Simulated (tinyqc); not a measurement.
From results back to parameters: thin-film optics by transfer matrices. Two cases, with inputs chosen for the exercise.

Problem. A bare substrate in air: with rho = tan(Psi) exp(i Delta), Delta = 180 degrees at small angles on a dielectric, conj(eps) = sin^2(theta) [1 + tan^2(theta) ((1 - rho)/(1 + rho))^2], and n + i k = sqrt(eps).

Case 1.

Values chosen (out of a larger set: indices near those of resist on Cu; not measured data): lam = 365 nm (vacuum wavelength); theta_e = 75 degrees (angle of the ellipsometer).

Psi = 31.7815 degrees
Delta = 64.8932 degrees

Case 2.

Values chosen (out of a larger set: indices near those of Si3N4, SiO2 on Si; not measured data): lam = 193 nm (vacuum wavelength); theta_e = 75 degrees (angle of the ellipsometer).

Psi = 37.2588 degrees
Delta = 82.2497 degrees

Find: rho; eps; n; k.

Solution. Form rho, insert it, conjugate, and take the root with k >= 0.

Case 1.

rho = 0.2629+0.5610i
eps = -2.20+4.93i
n = 1.264
k = 1.949

Case 2.

rho = 0.1026+0.7537i
eps = -7.62+5.19i
n = 0.894
k = 2.902

Computed by tinyqc, one run a case: `OMP_NUM_THREADS=1 python tinyqc.py N N+1 out.jsonl` with N = 1681187, 1681192; one thread of a shared Intel(R) Xeon(R) Processor @ 2.30GHz, about 0.01 s a run at most.
